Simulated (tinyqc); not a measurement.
Straight dislocations in isotropic elasticity: fields, energies, partials, Peierls stress and walls. Inputs raised by 5 %, one at a time. Computed by tinyqc, a small Python program. Command: `OMP_NUM_THREADS=1 python tinyqc.py 3011858 3011859 out.jsonl disloc sens`. One thread of a shared host (Intel(R) Xeon(R) Processor @ 2.30GHz), about 0.01 s of CPU time with the checks.

The line runs along z, the glide plane is y = 0, and beta is the angle between b and the line (0 screw, 90 degrees edge): b_e = b sin(beta) along +x with the extra half plane at y > 0, b_s = b cos(beta). Stress is positive in tension.

Inputs (values chosen for the exercise, modelled on silver):

| quantity | value | unit |
|---|---|---|
| shear modulus G | 29 | GPa |
| Poisson ratio nu | 0.357 | - |
| Burgers vector b | 2.889 | angstrom |
| stacking-fault energy gamma | 19.1 | mJ/m^2 |
| dislocation density rho | 5.5e+14 | 1/m^2 |
| core radius r0/b | 0.5 | - |
| unstable fault energy gamma_us | 292 | mJ/m^2 |
| source length l | 140 | nm |

Character: screw.

Constants: 1 eV/angstrom^3 = 160.2176634 GPa.

Method:
- Energy factor K = G [cos^2(beta) + sin^2(beta)/(1 - nu)].
- E = K b^2/(4 pi) ln(R/r0) with R = 1/(2 sqrt(rho)); tension T = E + d^2E/d(beta)^2 = G b^2 [1 + nu - 3 nu sin^2(beta)]/(4 pi (1 - nu)) ln(R/r0). The core energy is taken into r0.
- Shockley partials have b_p = b/sqrt(3) at the angles beta -/+ 30 degrees; their repulsion balances the fault at d = G b_p^2/(8 pi gamma) (2 - nu)/(1 - nu) [1 - 2 nu cos(2 beta)/(2 - nu)].
- Misfit energy gamma(u) = (gamma_us/2)(1 - cos(2 pi u/b)), so the largest restoring stress is tau_max = pi gamma_us/b; u(x) = b/2 + (b/pi) arctan(x/zeta), zeta = K b/(4 pi tau_max). Summing the misfit energy over atomic rows a' apart gives, for a wide core, W_P = (K b^2/pi) exp(-2 pi zeta/a') and sigma_P = (K b/a') exp(-2 pi zeta/a'); a' = b/2 for edge and 30-degree lines, b sqrt(3)/2 for screw and 60-degree lines.
- Frank-Read source, averaged over the loop: tau = G b/(2 pi l) [(1 - nu/2)/(1 - nu)] ln(l/r0). Taylor hardening: tau = 0.3 G b sqrt(rho).

Runs:

| input moved | from | to | splitting width d (nm) | Peierls stress sigma_P (MPa) | Frank-Read stress (MPa) | half width zeta (angstrom) |
|---|---|---|---|---|---|---|
| base run | - | - | 2.428 | 171.7 | 83.68 | 2.100 |
| shear modulus G (GPa) | 29 | 30.45 | 2.550 | 138.5 | 87.86 | 2.205 |
| Poisson ratio nu | 0.357 | 0.37485 | 2.354 | 171.7 | 85.13 | 2.100 |
| Burgers vector b (angstrom) | 2.889 | 3.03345 | 2.677 | 131.9 | 87.24 | 2.315 |
| dislocation density rho (1/m^2) | 5.5e+14 | 5.775e+14 | 2.428 | 171.7 | 83.68 | 2.100 |
| unstable fault energy gamma_us (mJ/m^2) | 292 | 306.6 | 2.428 | 220.8 | 83.68 | 2.000 |
| source length l (nm) | 140 | 147 | 2.428 | 171.7 | 80.26 | 2.100 |
| core radius r0/b | 0.5 | 0.525 | 2.428 | 171.7 | 83.08 | 2.100 |

Exponents ln(y'/y) / ln(x'/x):

| input | splitting width d | Peierls stress sigma_P | Frank-Read stress | half width zeta |
|---|---|---|---|---|
| shear modulus G | 1.00 | -4.404 | 1.000 | 1 |
| Poisson ratio nu | -0.64 | 0.000 | 0.353 | 0 |
| Burgers vector b | 2.00 | -5.404 | 0.854 | 2 |
| dislocation density rho | 0.00 | 0.000 | 0.000 | 0 |
| unstable fault energy gamma_us | 0.00 | 5.146 | 0.000 | -1 |
| source length l | 0.00 | 0.000 | -0.855 | 0 |
| core radius r0/b | 0.00 | 0.000 | -0.146 | 0 |

Among the inputs moved here: splitting width d answers most in size to Burgers vector b (exponent +2.000), next to shear modulus G (+1.000); its exponent is below 0.0005 for dislocation density rho, unstable fault energy gamma_us, source length l, core radius r0/b. Its exponent +2.000 in Burgers vector b: the force between partials goes as b^2. Peierls stress sigma_P answers most in size to Burgers vector b (exponent -5.404), next to unstable fault energy gamma_us (+5.146); its exponent is below 0.0005 for Poisson ratio nu, dislocation density rho, source length l, core radius r0/b. Frank-Read stress answers most in size to shear modulus G (exponent +1.000), next to source length l (-0.855); its exponent is below 0.0005 for dislocation density rho, unstable fault energy gamma_us. Half width zeta answers most in size to Burgers vector b (exponent +2.000), next to shear modulus G (+1.000); its exponent is below 0.0005 for Poisson ratio nu, dislocation density rho, source length l, core radius r0/b. Its exponent -1.000 in unstable fault energy gamma_us: a stiffer glide plane narrows the core.

Caution (all rows): real fcc metals have far lower Peierls stresses, since their dislocations are split into partials. Caution (all rows): the source is longer than the mean dislocation spacing 1/sqrt(rho), so the forest would pin it into shorter segments and its stress is only formal.
